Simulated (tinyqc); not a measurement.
Thermionic-field emission through a Schottky barrier, WKB: two steps of the calculation.

Metal on an n-type semiconductor with one parabolic valley; V > 0 is forward bias (metal positive). Energies E are counted from the conduction edge of the neutral semiconductor, whose Fermi level lies at -xi; that of the metal lies at -xi - V. The barrier is a parabola of height Vd = phi - xi - V (depletion approximation, no image force).

Parameters, values chosen for the exercise; band and dielectric values those of a made-up semiconductor:
- T = 300 K (temperature)
- me = 0.0583 m0 (electron mass)
- eps_r = 16 (relative permittivity)
- phi = 0.52 eV (barrier height seen from the metal)
- Nd = 1.5e19 cm^-3 (donor density)
- V = 0.061 V (bias)
- nE = 15 (points of the energy grid)
- Eb = 0.84 eV (upper end of the energy grid)

Constants: q = 1.602176634e-19 C, kB = 1.380649e-23 J/K, hbar = 1.054571817e-34 J s, h = 6.62607015e-34 J s, m0 = 9.1093837015e-31 kg, Vt = kB T/q, eps0 = 8.8541878128e-14 F/cm where lengths are in cm. Results are converted to the units shown.

Question 1. Fermi level, barrier and E00. Nc = 2 (2 pi me m0 kB T/h^2)^1.5 (times 1e-6 for cm^-3); Nd = Nc F12(-xi/Vt), F12(x) = (2/sqrt(pi)) int_0^infinity sqrt(u)/(1 + exp(u - x)) du; E00 = (hbar/2) sqrt(Nd/(me m0 eps0 eps_r)) in SI units (volts). W = sqrt(2 eps0 eps_r Vd/(q Nd)).

Give: Nc; xi; Vd; W; E00; E00/Vt.

Answer 1.

Nc = 3.5324e17 cm^-3
xi = -0.37896 eV
Vd = 0.83796 V
W = 9.9394 nm
E00 = 74.452 meV
E00/Vt = 2.8799

By a common rule of thumb, E00/Vt below 0.5 marks thermionic emission, 0.5 to 5 thermionic-field emission and above 5 field emission. By that rule alone: thermionic-field emission; with a high barrier, tunnelling near its top can carry most of the current even below 0.5.

Question 2. Current density on a coarse grid. For E < Vd, ln T(E) = -(Vd/E00) [sqrt(1 - y) - y ln((1 + sqrt(1 - y))/sqrt(y))], y = E/Vd; T(E) = 1 above. J = A* T (q/kB) int_0^infinity T(E) N(E) dE, N = ln[(1 + exp((-xi - E)/Vt))/(1 + exp((-xi - V - E)/Vt))], A* = 4 pi q me m0 kB^2/h^3 (times 1e-4 for A/(cm^2 K^2)). Simpson's rule on nE equally spaced points from 0 to Eb.

xi = -0.37896412 eV
Vd = 0.83796412 V
E00 = 74.452393 meV

Give: E; T(E); N; T(E) N; J.

Answer 2.

```
point	E (eV)	T(E)	N	T(E) N
0	0.0000	1.294e-5	2.360	3.054e-5
1	0.0600	9.723e-5	2.360	2.294e-4
2	0.1200	4.115e-4	2.359	9.708e-4
3	0.1800	0.001388	2.355	0.003269
4	0.2400	0.004012	2.316	0.009293
5	0.3000	0.01028	2.001	0.02057
6	0.3600	0.02382	0.9462	0.02254
7	0.4200	0.05046	0.1669	0.008423
8	0.4800	0.09852	0.01798	0.001772
9	0.5400	0.1780	0.001783	3.174e-4
10	0.6000	0.2984	1.752e-4	5.229e-5
11	0.6600	0.4636	1.721e-5	7.977e-6
12	0.7200	0.6648	1.689e-6	1.123e-6
13	0.7800	0.8707	1.659e-7	1.444e-7
14	0.8400	1.000	1.629e-8	1.629e-8
```

J = 9.784e4 A/cm^2

The integrand peaks at E = 0.360 eV among these points, 0.43 of the barrier height.

Range of the model: The depletion approximation, a parabolic band and the neglect of image-force lowering make these currents estimates at high doping.

Computed by the program tinyqc: `OMP_NUM_THREADS=1 python tinyqc.py 2640134 2640135 out.jsonl`, one thread of a shared Intel Xeon 2.30GHz, about 0.03 s for the whole run.
